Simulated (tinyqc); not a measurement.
Growth of the error with array size.

Square N x N arrays wired as follows: each row is driven at its left end through one segment rw, neighbouring nodes are joined by rw, each column ends in one more rw and a virtual ground. All cells have G = 27.0 uS and all rows V = 0.15 V, so the ideal current is N V G. The nodal equations are solved exactly.

Inputs (values chosen for the exercise): wire resistance between neighbouring cells rw = 10 ohm.

Results:
```
N   ideal (uA)  first column (uA)  last column (uA)  error of the last column (%)  100 N^2 rw G
2        8.100              8.090             8.088                       -0.1483        0.1080
4        16.20              16.15             16.12                       -0.4703        0.4320
6        24.30              24.16             24.06                       -0.9674        0.9720
8        32.40              32.11             31.87                        -1.634         1.728
16       64.80              62.95             61.01                        -5.845         6.912
20       81.00              77.61             73.92                        -8.736         10.80
```

Estimate the missing row, N = 12.

Computed row:
```
N   ideal (uA)  first column (uA)  last column (uA)  error of the last column (%)  100 N^2 rw G
12       48.60              47.75             46.92                        -3.449         3.888
```

With this row back in the table: The error of the last column goes from -0.148 % at N = 2 to -8.74 % at N = 20, as N^(1.80) between N = 4 and 8 and N^(1.80) between the last two rows. The scale N^2 rw G (N segments carrying the current of up to N cells) is 1.06 times the error at N = 8. The last column carries 0.953 of the current of the first at N = 20.

Program tinyqc, `OMP_NUM_THREADS=1 python tinyqc.py 2880030 2880031 out.jsonl`; Intel Xeon 2.30GHz, shared host, one thread, about 0.02 s.
